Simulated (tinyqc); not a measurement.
Undoped symmetric double-gate MOSFET, analytic potential model: transfer curve and volume inversion.

An undoped body of thickness ts between two equal insulators and tied gates; long channel, electrons only, n = ni exp((psi - V)/Vt) with V the quasi-Fermi potential (0 at the source, Vd at the drain), constant mobility, no quantisation. Across the body psi(x) = V - 2 Vt ln[(ts/(2 beta)) sqrt(q ni/(2 eps0 eps_r Vt)) cos(2 beta x/ts)], x from the centre. Q is the electron charge per area of the whole body.

ni = sqrt(Nc Nv) exp(-Eg/(2 Vt)), Eg in volts; r = eps_r tox/(eox ts); V0 = dphi + 2 Vt ln[(2/ts) sqrt(2 eps0 eps_r Vt/(q ni))]. beta (between 0 and pi/2) solves (Vg - V0 - V)/(2 Vt) = ln(beta) - ln(cos beta) + 2 r beta tan(beta). Q = 8 eps0 eps_r Vt beta tan(beta)/ts; I = mu (1/L)(4 eps0 eps_r/ts)(2 Vt)^2 [g(beta_s) - g(beta_d)] per width, g = beta tan(beta) - beta^2/2 + r beta^2 tan^2(beta), with beta_s at V = 0 and beta_d at V = Vd. The drop is psi(surface) - psi(centre) at the source end; C = dQs/dVg, Cg = 2 eps0 eox/tox; gm = dI/dVg.

Inputs (values chosen for the exercise); material values close to those of silicon:
```
symbol,value,unit,meaning
T,300,K,temperature
Eg,1.14,eV,band gap
eps_r,11.6,,relative permittivity of the semiconductor
Nc,2.82e19,cm^-3,conduction-band density of states at T
Nv,2.64e19,cm^-3,valence-band density of states at T
eox,24.3,,relative permittivity of the gate insulator
tox,7.8,nm,insulator thickness
ts,25,nm,body thickness
dphi,0.11,V,gate work function less that of the intrinsic body
mu,490,cm^2/(V s),channel mobility
L,0.1,um,gate length
Vd,1,V,drain voltage
```

Constants: q = 1.602176634e-19 C, kB = 1.380649e-23 J/K, Vt = kB T/q, eps0 = 8.8541878128e-14 F/cm where lengths are in cm. Results are converted to the units shown.

Result of one run:

| Qs (nC/cm^2) | drop (mV) | C/Cg | I (uA/um) | gm/I (1/V) |
|---|---|---|---|---|
| 1806 | 137.2 | 0.8642 | 1882 | 4.702 |

Which gate voltage Vg gave this result: 0.25, 0.36, 0.47 or 1.04 V?

Vg = 1.04 V.

The whole series:

| Vg (V) | Qs (nC/cm^2) | drop (mV) | C/Cg | I (uA/um) | gm/I (1/V) |
|---|---|---|---|---|---|
| 0.25 | 6.530e-4 | 1.987e-4 | 4.578e-6 | 8.271e-5 | 38.68 |
| 0.36 | 0.04597 | 0.01399 | 3.221e-4 | 0.005826 | 38.67 |
| 0.47 | 3.096 | 0.9364 | 0.02076 | 0.4012 | 37.82 |
| 0.59 | 94.59 | 24.20 | 0.3076 | 19.33 | 23.97 |
| 0.7 | 370.9 | 65.39 | 0.5819 | 137.3 | 13.24 |
| 0.81 | 775.7 | 96.94 | 0.7353 | 442.1 | 8.597 |
| 0.92 | 1249 | 119.3 | 0.8155 | 985.5 | 6.209 |
| 1.04 | 1806 | 137.2 | 0.8642 | 1882 | 4.702 |
| 1.15 | 2339 | 150.0 | 0.8916 | 2999 | 3.823 |

The current rises from 8.27e-5 to 3000 uA/um. In the first row gm/I is 38.7 1/V, within 0.01 % of 1/Vt: with no depletion charge the whole body follows the gate, and the swing is ideal. The drop between surface and centre goes from 2.0e-4 to 150 mV and passes Vt at Vg = 0.7 V among the rows; below that the density varies across the body by less than a factor of e (volume inversion). C reaches 0.89 of Cg in the last row. For Vg = 0.81 to 1.15 V the surface density at the source passes 0.3 Nc, where Boltzmann statistics fail. For Vg = 0.7 to 1.15 V mu V/L, with V the smaller of Vd and Vg - V0, passes 3e6 cm/s, so velocity saturation would lower the current. In every row L is under three scale lengths of this cross-section, so short-channel effects, left out here, would raise the subthreshold current.

tinyqc, about 0.01 s, one thread, Intel Xeon 2.30GHz (shared host): `OMP_NUM_THREADS=1 python tinyqc.py 2440130 2440131 out.jsonl`
